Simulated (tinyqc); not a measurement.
## Long-channel MOSFET, surface-potential model: effect of the temperature

n-channel transistor on a uniformly doped p-type body, gradual-channel approximation, constant mobility, Boltzmann statistics, full ionisation. Potentials are counted from the neutral body; V is the electron quasi-Fermi potential, Vsb at the source and Vsb + Vds at the drain. Charges are magnitudes per area.

Nc and Nv are given at 325 K and scale as (T/325 K)^1.5; Eg, Vfb and mu are held fixed. ni = sqrt(Nc Nv) exp(-Eg/(2 Vt)), Eg in volts; phiF = Vt ln(Na/ni); Cox = eps0 eox/tox; gamma = sqrt(2 q eps0 eps_r Na)/Cox. The surface potential psi at channel potential V solves Vgs + Vsb - Vfb - psi = gamma sqrt(G), G = psi - Vt + Vt exp((psi - 2 phiF - V)/Vt). Charge sheet: Qi = Cox gamma [sqrt(G) - sqrt(psi - Vt)]; I = mu (W/L) [integral of Qi dpsi from psi_0 to psi_L (drift) + Vt (Qi0 - QiL) (diffusion)], with psi_0 at V = Vsb and psi_L at V = Vsb + Vds. VT = Vfb + 2 phiF + gamma sqrt(2 phiF + Vsb), m = 1 + gamma/(2 sqrt(2 phiF + Vsb)). The swing is 20 mV/log10[I(VT - 0.14 V)/I(VT - 0.16 V)] of the charge-sheet current at the given Vds.

Parameters, values chosen for the exercise; material values close to those of silicon: band gap Eg = 1.13 eV; relative permittivity of the semiconductor eps_r = 11.6; conduction-band density of states at the reference temperature Nc = 3.21e19 cm^-3; valence-band density of states at the reference temperature Nv = 2.93e19 cm^-3; acceptor density of the body Na = 2.9e17 cm^-3; relative permittivity of the gate insulator eox = 9.43; insulator thickness tox = 70 nm; flat-band voltage Vfb = -0.45 V; channel mobility mu = 350 cm^2/(V s); gate width W = 5 um; gate length L = 2 um; source-body reverse bias Vsb = 0 V; gate-source voltage Vgs = 3.78 V; drain-source voltage Vds = 0.05 V.

Constants: q = 1.602176634e-19 C, kB = 1.380649e-23 J/K, Vt = kB T/q, eps0 = 8.8541878128e-14 F/cm where lengths are in cm. Results are converted to the units shown.

The same in every row: gamma (V^0.5) = 2.590.

Results:
```
T (K)  VT (V)      m  swing (mV/decade)  I at Vgs, Vds (uA)
220     3.084  2.311              106.1               2.746
250     3.015  2.331              123.2               3.023
280     2.945  2.353              141.4               3.313
310     2.871  2.377              160.8               3.615
370     2.716  2.430              203.8               4.250
400     2.635  2.460              227.6               4.584
430     2.552  2.492              253.2               4.928
```

Estimate the missing row, T = 340 K.

Computed row:
```
T (K)  VT (V)      m  swing (mV/decade)  I at Vgs, Vds (uA)
340     2.795  2.402              181.6               3.927
```

With this row back in the table: As T goes from 220 to 430 K, VT falls from 3.08 to 2.55 V, the swing rises from 106 to 253 mV a decade and the current rises from 2.75 to 4.93 uA. The swing is 5.2 % above m Vt ln 10 in the first row and 19 % above it in the last. For T = 220 to 250 K the surface electron density at the source passes 0.3 Nc, where degeneracy and quantisation, left out here, matter. In every row the mobility is held fixed, though a real channel mobility changes with T and would alter the trend of the current.

tinyqc, about 0.03 s, one thread, Intel Xeon 2.30GHz (shared host): `OMP_NUM_THREADS=1 python tinyqc.py 2360018 2360019 out.jsonl`
